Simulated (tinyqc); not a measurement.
Plane-wave Kohn-Sham cycle with exchange-only LDA in a layered model solid, step by step. Computed by tinyqc, a small Python program that keeps every step. Settings: points = 16, plane-wave index or count = 2, electrons = 2, k points = 3, area = 8.0, mixing = 0.1, iteration cap = 61. Command: `OMP_NUM_THREADS=1 python tinyqc.py 30829 30830 out.jsonl` (the two numbers bound the seeds that draw the settings). One thread of a shared host (Intel(R) Xeon(R) Processor @ 2.60GHz), about 0.02 s of CPU time with the checks.

A solid whose potential varies along x alone (atomic units):
```
parameter                      value
period a                    4.300000
cross-section of the cell   8.000000
electrons per cell                 2
grid points                       16
plane waves -n..n, n               2
k points                           3
V1 in V1 cos(2 pi x/a)     -0.450000
```

Stop when sqrt(dV sum R^2) is below 1e-8, dV = a A/N.

Course of the cycle:
```
iteration  E (hartree)  norm of the residual
1           -0.6513365              2.20e-01
2           -0.6349185              1.93e-01
3           -0.6222721              1.69e-01
4           -0.6125972              1.47e-01
5           -0.6052342              1.28e-01
6           -0.5996534              1.12e-01
7           -0.5954369              9.73e-02
8           -0.5922589              8.46e-02
9           -0.5898683              7.36e-02
10          -0.5880727              6.40e-02
11          -0.5867254              5.56e-02
...                ...                   ...
51          -0.5827014              2.42e-04
52          -0.5827014              2.14e-04
53          -0.5827014              1.89e-04
54          -0.5827014              1.67e-04
55          -0.5827014              1.48e-04
56          -0.5827014              1.31e-04
57          -0.5827014              1.17e-04
58          -0.5827014              1.04e-04
59          -0.5827014              9.22e-05
60          -0.5827014              8.21e-05
61          -0.5827014              7.31e-05
```

Can the last value be used, and what does the course show?

Not by the stop rule, although the second column moves by less than 1e-07 over the last three steps. Not converged within 61 iterations: the residual falls steadily but slowly, by a factor of about 0.89 a step. Reruns (cap 100 unless said): mixing 0.5, Kerker q0 1.0: converged in 32 (E = -0.58270); mixing 0.3, Pulay depth 5: converged in 9 (E = -0.58270); the original settings with a cap of 400: converged in 147 (E = -0.58270).
